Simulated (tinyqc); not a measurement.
Closable height against the size of the gap: wafer bonding and layer transfer: bond energy, gap closing, particles, bonding of dissimilar wafers and hydrogen blisters. Computed by tinyqc, a small Python program. Command: `OMP_NUM_THREADS=1 python tinyqc.py 3015651 3015652 out.jsonl bond walk`. One thread of a shared host (Intel(R) Xeon(R) Processor @ 2.30GHz), about 0.01 s of CPU time with the checks.

gamma is the energy per area of each of the two surfaces; plates are isotropic, and both wafers have E1 and t1.

Inputs (values chosen for the exercise, with wafer 1 close to silicon):

| quantity | value | unit |
|---|---|---|
| Young's modulus E1 | 155 | GPa |
| Poisson ratio nu | 0.3 | - |
| thickness t1 | 525 | micrometre |
| blade thickness t_b | 230 | micrometre |
| crack length L | 17.3 | mm |

Pair: two equal wafers.

Method. Two cantilevers opened by t_b: gamma = 3 t_b^2 E1 t1^3 E2 t2^3/(16 L^4 (E1 t1^3 + E2 t2^3)). E' = E1/(1 - nu^2), equal wafers of thickness t1 assumed. A gap of radius R closes if h_g < h_c: h_c = R^2/sqrt((2/3) E' t1^3/gamma) for R > 2 t1 (plate bending), h_c = 3.6 sqrt(R gamma/E') for R < 2 t1 (local deformation).

bond energy gamma = 1.24180 J/m^2

Gap closing:

| R (mm) | regime | h_c (nm) | slope h_c/R |
|---|---|---|---|
| 1.00e-04 | local | 3.0739e+00 | 0.030739 |
| 1.00e-03 | local | 9.7204e+00 | 0.009720 |
| 1.00e-02 | local | 3.0739e+01 | 0.003074 |
| 1.00e-01 | local | 9.7204e+01 | 0.000972 |
| 5.00e-01 | local | 2.1735e+02 | 0.000435 |
| 2.00e+00 | plate | 1.0996e+03 | 0.000550 |
| 5.00e+00 | plate | 6.8727e+03 | 0.001375 |
| 2.00e+01 | plate | 1.0996e+05 | 0.005498 |
| 5.00e+01 | plate | 6.8727e+05 | 0.013745 |

Roughness of 100 nm scale may be 3.1 nm in half height, waviness of radius 5 cm as much as 690 micrometre: h_c goes as R^(1/2) when the wafer deforms locally and as R^2 when it bends. The allowed slope is least near R = 2 t1, so defects about 4 t1 wide are the hardest to close; bow matters little.

Extremes, crossings and ranges named in words are read from the listed rows.
